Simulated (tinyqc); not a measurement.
# Changing the gas velocity U

Model: chemical vapour deposition: Grove model, boundary layer, depletion and step coverage. Computed by tinyqc, a small Python program. Command: `OMP_NUM_THREADS=1 python tinyqc.py 3028680 3028681 out.jsonl cvd sweep`. One thread of a shared host (Intel(R) Xeon(R) Processor @ 2.30GHz), about 0.02 s of CPU time with the checks.

A precursor diffuses to the surface and reacts there at first order; each molecule that reacts adds one formula unit of film.

Inputs (values chosen for the exercise, close to those used for silicon nitride (counted as SiN4/3)):

| quantity | value | unit |
|---|---|---|
| prefactor k0 of k_s | 2.5e+10 | cm/s |
| activation energy E | 1.87 | eV |
| temperature T | 750 | C |
| total pressure p | 760 | torr |
| mole fraction of the precursor Y | 0.0019 | - |
| gas diffusivity D0 at 273.15 K and 760 torr | 0.27 | cm^2/s |
| film density N | 4e+22 | formula units/cm^3 |
| precursor mass M | 101 | u |
| kinematic viscosity nu0 at 273.15 K and 760 torr | 0.47 | cm^2/s |
| susceptor length L | 19 | cm |
| channel height b | 9.7 | cm |

Reactor: horizontal, atmospheric.

Constants: k_B = 1.380649e-23 J/K; u = 1.6605390666e-27 kg; k_B = 8.617333262e-05 eV/K.

Method:
- k_s = k0 exp(-E/(k_B T)); C_g = Y p/(k_B T), 1 torr = 133.322 Pa; D = D0 (T/273.15)^1.75 (760/p).
- Temperatures in kelvin are T(C) + 273.15.
- Mean speed c = sqrt(8 k_B T/(pi M)); reactive sticking probability beta = 4 k_s/c.
- nu = nu0 (T/273.15)^1.75 (760/p); Re = U L/nu; mean boundary layer delta = (2/3) L/sqrt(Re), at most b/2; h_g = D/delta.
- Fluxes in series: C_s = C_g/(1 + k_s/h_g); growth rate G = k_s h_g/(k_s + h_g) C_g/N; 1 cm/s = 6e8 nm/min.
- Plug flow: U b dC/dx = -k_eff C with k_eff = k_s h_g/(k_s + h_g), so C falls as exp(-k_eff x/(U b)); the used share of the precursor is 1 - C(L)/C(0).

One run for each value:

| gas velocity U (cm/s) | growth rate G at the inlet (nm/min) | rate at the outlet over rate at the inlet | boundary layer delta (cm) | Reynolds number Re |
|---|---|---|---|---|
| 3.0 | 145.3 | 0.6286 | 3.653 | 12.0 |
| 5.5 | 193.6 | 0.7137 | 2.698 | 22.0 |
| 10.0 | 255.6 | 0.7828 | 2.001 | 40.1 |
| 18.0 | 333.7 | 0.8373 | 1.491 | 72.2 |
| 33.0 | 435.4 | 0.8812 | 1.101 | 132.3 |
| 60.0 | 560.1 | 0.9144 | 0.817 | 240.5 |
| 110.0 | 713.4 | 0.9398 | 0.603 | 440.9 |
| 200.0 | 891.4 | 0.9582 | 0.447 | 801.7 |

What does the table show, and why?

Over the rows, growth rate G at the inlet (nm/min) rises from 145 to 891 (exponent d ln y / d ln x 0.47 between the first rows and 0.37 between the last); rate at the outlet over rate at the inlet rises from 0.629 to 0.958 (exponent d ln y / d ln x 0.21 between the first rows and 0.033 between the last); boundary layer delta (cm) falls from 3.65 to 0.447 (exponent d ln y / d ln x about -0.50 throughout). At the low end the exponent of growth rate G at the inlet is 0.47, close to 0.50: transport control: the boundary layer thins as U^(-1/2). Faster flow thins the boundary layer once it is below the cap and carries the gas past before it is depleted.
